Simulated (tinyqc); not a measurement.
Worked calculation: precursor delivery and alloy composition in metal-organic vapour-phase epitaxy. Computed by tinyqc, a small Python program that keeps every step. Command: `OMP_NUM_THREADS=1 python tinyqc.py 3000402 3000403 out.jsonl movpe walk`. One thread of a shared host (Intel(R) Xeon(R) Processor @ 2.30GHz), about 0.01 s of CPU time with the checks. Intermediate numbers are printed to about 5 digits and carried at full precision; extremes and crossings named in words are read from the listed rows.

Carrier gas leaves each bubbler saturated. Group-III species cross a boundary layer and react at the surface; element 2 can also desorb. The film is (1)_(1-x) (2)_x V with a zinc-blende cell.

Inputs (values chosen for the exercise, close to those used for AlGaAs from TMAl and TEGa):
```
quantity                                   value      unit
source 1: a in log10(p/torr) = a - b/T      8.22         -
source 1: b                                 2134         K
source 1: bath temperature                    20         C
source 1: carrier flow                        51      sccm
source 2: a                                 8.08         -
source 2: b                                 2162         K
source 2: bath temperature                    23         C
source 2: carrier flow                       9.1      sccm
bubbler pressure p_b                         400      torr
group-V hydride flow                         240      sccm
total flow                                    20       slm
reactor pressure p                           100      torr
diffusivity D0 at 273.15 K and 760 torr     0.35    cm^2/s
boundary layer delta                        0.71        cm
prefactor of the surface rate k_s        5.5e+13      cm/s
energy of k_s                               1.87        eV
prefactor of the loss of element 2       3.4e+17  layers/s
energy of the loss                          3.63        eV
lattice constant a                         5.655  angstrom
growth temperature T                         590         C
```

Constants: k_B = 1.380649e-23 J/K; k_B = 8.617333262e-05 eV/K.

## Molar flows

Temperatures in kelvin are T(C) + 273.15. Vapour pressure p_v = 10^(a - b/T); precursor flow = carrier flow x p_v/(p_b - p_v); 1 sccm = 44.615 micromol/min; V/III = hydride flow over the sum of both; gas share x_g = F2/(F1 + F2).

vapour pressures (torr): source 1 8.7187, source 2 6.0207

molar flows (micromol/min): F1 50.700, F2 6.2043

V/III ratio = 188.17

gas share x_g = 0.10903

The slope of F2 with the temperature of bath 2 is b ln(10)/T^2 x p_b/(p_b - p_v) = 5.8 % per kelvin. Caution: trimethylaluminium is largely a dimer in the vapour, which would double its metal flow; it is counted as a monomer here.

## Transport to the surface

Partial pressure p_i = p F_i/(44615 x total flow in slm); density n_i = p_i/(k_B T), 1 torr = 133.322 Pa; D = D0 (T/273.15)^1.75 (760/p), h = D/delta, the same for both; k_s = prefactor x exp(-energy/(k_B T)); arrival J_i = n_i/(1/h + 1/k_s); in layers per second g_i = J_i a^2/2 (two group-III sites per a^2 on (001)).

densities (1/cm^3): n1 6.3567e+13, n2 7.7789e+12

h = 28.059 cm/s

k_s = 663.39 cm/s

arrival rates (layers/s): g1 2.7362, g2 0.33484

Growth is transport-limited.

## Composition and growth rate

Loss of element 2 is r x with r = prefactor x exp(-energy/(k_B T)). Then x = (g2 - r x)/(g1 + g2 - r x), or r x^2 - (g1 + g2 + r) x + g2 = 0, smaller root; growth rate G = g1/(1 - x) layers/s; one layer is a/2 thick, 1 angstrom/s = 0.36 um/h. Distribution coefficient = [x/(1 - x)]/[x_g/(1 - x_g)], x_g = g2/(g1 + g2).

loss rate r = 2.1705e-04 layers/s

solid share x = 0.10902

growth rate G = 3.1260 um/h

distribution coefficient = 0.99993

Desorption is negligible, so the solid copies the gas. Caution: the lattice constant is held fixed as x changes, delta does not respond to the flow, both precursors share one D and k_s, and gas-phase side reactions are left out.

## Three regimes over temperature

The formulas are those given above.

Growth:
```
T (C)       k_s/h  r (layers/s)        x  G (um/h)
450    2.4796e-01    1.7111e-08  0.10903    0.5669
500    1.5360e+00    7.4016e-07  0.10903    1.8170
550    7.5715e+00    2.0259e-05  0.10903    2.7775
600    3.0902e+01    3.7958e-04  0.10902    3.1834
650    1.0771e+02    5.1775e-03  0.10888    3.3946
700    3.2864e+02    5.3992e-02  0.10755    3.5482
750    8.9516e+02    4.4773e-01  0.09812    3.6526
800    2.2121e+03    3.0486e+00  0.06198    3.6422
850    5.0251e+03    1.7499e+01  0.02020    3.6090
```

G peaks at 750 C among these rows. Between the first rows the apparent energy is 1.12 eV, against 1.87 eV for k_s, as control is already mixed; k_s passes h between 450 and 500 C, well above which G depends weakly on T until desorption sets in. Among these rows x stays within 2 % of x_g up to 700 C and then falls, to 0.020 in the last row, as element 2 desorbs. Caution: in these rows, too, a is fixed and both precursors share one D and k_s.

Checks made by the program: balance of element 2 (relative difference below 1e-10).
